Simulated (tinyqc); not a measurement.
ESD clamp with bipolar snapback, compact model and design window: one step of the calculation.

The drain junction multiplies the current that enters it: Igen = (M - 1)(Ic + I0), M = 1/(1 - (Vj/BV)^n). The generated holes leave through the substrate resistance and the base of the parasitic npn: Igen = Vb/Rb + Ic/be, Ic = Is exp(Vb/Vt). Terminal current I = Ic + I0 + Igen and voltage V = Vj + I Ro, per width. Isothermal, constant gain.

Question. Design window and human-body level. Human-body model: 100 pF through 1500 ohm, peak current about (level - Vt2)/1500 ohm, decay time 150 ns. All fingers turn on before the first fails if Vt2 > Vt1; then the clamp carries Nf Wf It2, otherwise in the worst case Wf It2. Margins: Vh - 1.1 Vdd against latching in operation, Vox - max(Vt1, Vt2) for the protected oxide.

Parameters, values chosen for the exercise; values close to those of grounded-gate n-channel clamps:
- It2 = 10.6 mA/um (failure current for 100 ns)
- Wf = 30 um (finger width)
- Nf = 8 (number of fingers)
- Lv = 4 kV (human-body-model level)
- Vox = 10.5 V (oxide breakdown voltage for 100 ns)
- Vdd = 1.8 V (supply voltage)

Vt1 = 7.7014893 V
Vh = 4.1910382 V
Vt2 = 6.2369734 V

Wanted: peak current; current the clamp carries; level it withstands; holding margin; oxide margin.

Answer.

peak current = 2.6625 A
current the clamp carries = 0.31800 A
level it withstands = 0.48324 kV
holding margin = 2.2110 V
oxide margin = 2.7985 V

Uniform turn-on is not assured; the clamp fails the level. Both margins are positive.

Program tinyqc, `OMP_NUM_THREADS=1 python tinyqc.py 2670017 2670018 out.jsonl`; Intel Xeon 2.30GHz, shared host, one thread, about 0.01 s.
